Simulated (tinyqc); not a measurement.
Strained quantum well: band edges, subbands and transparency: sweeps and comparisons. A value that a table varies takes the place of the one given here.

Growth on (001), barriers unstrained: tr(e) = e (2 - nu2), Z = b e (1 + nu2); Ec = Ev + Eg + ac tr(e), E_HH = Ev + av tr(e) + Z, E_LH = Ev + av tr(e) - Z (coupling to the split-off band left out).

Masses along z: me, 1/(g1 - 2 g2) for HH, 1/(g1 + 2 g2) for LH, likewise in the barrier; in the plane me, 1/(g1 + g2) for HH and 1/(g1 - g2) for LH (no mixing, which understates the hole masses away from k = 0). Level n solves k L + 2 atan[(k/m)/(kappa/mb)] = n pi, k = sqrt(m E/c), kappa = sqrt(mb (V - E)/c), c = hbar^2/2m0.

Transparency (Bernard-Duraffourg): Fc - Fv equals the lowest transition energy with n = p, n = sum m/(2 pi c) kB T ln(1 + exp((Fc - E)/kB T)) and p likewise over the listed subbands; c = hbar^2/2m0, 1/angstrom^2 = 1e16/cm^2.

Constants: hbar^2/2m0 = 3.80998211 eV angstrom^2; kB = 8.617333262e-05 eV/K; hc = 1239.841984 eV nm.

Parameters, chosen for this exercise (near those of an InGaAs/InP well; the results hold for these values, not for the real material):
- nu2 = 0.994 (2 C12/C11)
- Eg = 0.746 eV (unstrained gap of the well)
- Ev = -0.598 eV (its valence edge)
- ac = -6.1 eV
- av = 1.08 eV (Ev moves by av tr(e))
- b = -1.9 eV (shear potential)
- Egb = 1.352 eV (gap of the barrier)
- Evb = -0.94 eV (its valence edge)
- L = 58 angstrom (well width)
- me = 0.0438 m0 (electron mass)
- g1 = 13.62 (gamma1)
- g2 = 5.34 (gamma2)
- meb = 0.08 m0
- g1b = 5.08
- g2b = 1.6
- T = 300 K (temperature)
- es = (-0.02, -0.014, -0.008, -0.003, 0, 0.003, 0.007, 0.012) (strains)
- e = 0.0018 (strain in the plane)
- Ls = (25, 35, 50, 65, 85, 110, 150) angstrom (widths)

## Strain as a design knob

Only the strain is changed; the unstrained gap and the masses are kept.

Results:
```
e (%)  wavelength (nm)  top hole  hh1 - lh1 (meV)  n_tr (1e12/cm^2)  share in top
-2.0              1389       hh1              195             0.378          0.90
-1.4              1410       hh1              153             0.379          0.89
-0.8              1434       hh1              111             0.385          0.87
-0.3              1456       hh1               76             0.403          0.79
0.0               1470       hh1               55             0.430          0.69
0.3               1484       hh1               33             0.477          0.54
0.7               1504       hh1                5             0.589          0.33
1.2               1590       lh1              -31             0.558          0.86
```

n_tr is largest at e = +0.7 % (0.59), where hh1 - lh1 = 5 meV and the top subband holds 33 % of the holes, and smallest, 0.38, at -2.0 and -1.4 %. The top hole level turns from hh to lh, and the light from TE to TM, between +0.7 and +1.2 %. The wavelength runs from 1389 to 1590 nm.

## Width of the well

All levels anew.

Results:
```
L (angstrom)  wavelength (nm)  top hole  hh1 - lh1 (meV)  n_tr (1e12/cm^2)  share in top  n_tr/L (1e18/cm^3)
25                       1271       hh1               87             0.378          0.90                1.51
35                       1358       hh1               70             0.393          0.83                1.12
50                       1445       hh1               50             0.431          0.68                0.86
65                       1502       hh1               36             0.476          0.54                0.73
85                       1550       hh1               23             0.535          0.42                0.63
110                      1586       hh1               13             0.605          0.32                0.55
150                      1619       hh1                4             0.729          0.24                0.49
```

The wavelength tunes by 348 nm. The sheet density at transparency changes from 0.38 to 0.73, the top hole subband holding 0.90 and 0.24 of the holes at the ends, while the volume density falls by a factor 3.1. Critical thickness and carrier escape are left out.

## What each parameter does

Edge wavelength, hh1 - lh1 and n_tr. Each row changes one parameter from the base and keeps the others.

Results:
```
case             wavelength (nm)  hh1 - lh1 (meV)  n_tr (1e12/cm^2)
base                      1478.3             42.0             0.455
L = 50 angstrom           1445.5             50.0             0.431
e = -0.0002               1468.9             56.1             0.427
Eg = 0.726 eV             1510.0             42.0             0.455
b = -2.18 eV              1476.6             40.1             0.460
ac = -5.49 eV             1476.6             42.0             0.455
me = 0.0482 m0            1481.6             42.0             0.481
g1 = 14.44                1472.6             39.3             0.445
T = 340 K                 1478.3             42.0             0.535
```

The largest shifts from the base row, up to three for each result and ties (the steps differ in size, so this ranks the rows, not the parameters). wavelength (nm): L -32.8, Eg +31.6, e -9.4; unchanged at the printed digits by T. hh1 - lh1 (meV): e +14.2, L +8.1, g1 -2.7; unchanged at the printed digits by Eg, ac, me and T. n_tr (1e12/cm^2): T +0.080, e -0.028, me +0.025; unchanged at the printed digits by Eg and ac.

(tinyqc, `OMP_NUM_THREADS=1 python tinyqc.py 1280454 1280455 out.jsonl`, Intel(R) Xeon(R) Processor @ 2.30GHz, 1 thread, shared host, about 0.02 s.)
